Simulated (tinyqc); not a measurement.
Luttinger-Kohn k.p, four valence bands, step by step. One step of it, computed by the program tinyqc.

Problem. Hole masses. E = c [g1 k^2 -/+ 2 sqrt(g2^2 k^4 + 3 (g3^2 - g2^2)(kx^2 ky^2 + ky^2 kz^2 + kz^2 kx^2))] with c = hbar^2/2m, and m* = hbar^2 k^2 / (2 E).

Luttinger parameters chosen for this model; energies are counted downward from the top of the valence band:
```
parameter,value,unit
g1,15.670000,
g2,4.070000,
g3,7.040000,
```

Give: Masses.

Solution.

Masses (electron masses):
```
direction,heavy,light
[100],0.133,0.042
[110],0.355,0.035
[111],0.629,0.034
```
